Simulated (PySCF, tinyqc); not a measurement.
Inside a calculation. Method: RKS/exchange-only LDA in the sto-3g basis, for H4, spin multiplicity 1. The lowest restricted solution is unstable here: a spin-polarised one lies 0.0190 hartree lower (PySCF). One step of it, computed by the program tinyqc.

Question. Iteration 1: diagonalisation and new density. Diagonalise F' = X^T F X, C = X C', fill 2 alpha and 2 beta electrons from the bottom; D = 2 C_occ C_occ^T. Each column has its largest component positive (the first on a tie).

Kohn-Sham matrix F (hartree), order 1H 1s, 2H 1s, 3H 1s, 4H 1s:
```
[[-0.056765, -0.105078, -0.032657, -0.015049],
 [-0.105078, -0.056765, -0.015049, -0.032657],
 [-0.032657, -0.015049, -0.056765, -0.105078],
 [-0.015049, -0.032657, -0.105078, -0.056765]]
```

X, order 1H 1s, 2H 1s, 3H 1s, 4H 1s:
```
[[1.019955, -0.112483, -0.029742, -0.002156],
 [-0.112483, 1.019955, -0.002156, -0.029742],
 [-0.029742, -0.002156, 1.019955, -0.112483],
 [-0.002156, -0.029742, -0.112483, 1.019955]]
```

Give: F' = X^T F X; orbital energies; coefficients C; D after iteration 1.

Answer.

F' = X^T F X (hartree):
```
[[-0.034, -0.097, -0.028, -0.002],
 [-0.097, -0.034, -0.002, -0.028],
 [-0.028, -0.002, -0.034, -0.097],
 [-0.002, -0.028, -0.097, -0.034]]
```

orbital energies (hartree): [-0.161, -0.101, 0.037, 0.089]

coefficients C, order 1H 1s, 2H 1s, 3H 1s, 4H 1s:
```
[[0.438, 0.470, 0.552, 0.580],
 [0.438, 0.470, -0.552, -0.580],
 [0.438, -0.470, 0.552, -0.580],
 [0.438, -0.470, -0.552, 0.580]]
```

D after iteration 1, order 1H 1s, 2H 1s, 3H 1s, 4H 1s:
```
[[0.825, 0.825, -0.058, -0.058],
 [0.825, 0.825, -0.058, -0.058],
 [-0.058, -0.058, 0.825, 0.825],
 [-0.058, -0.058, 0.825, 0.825]]
```
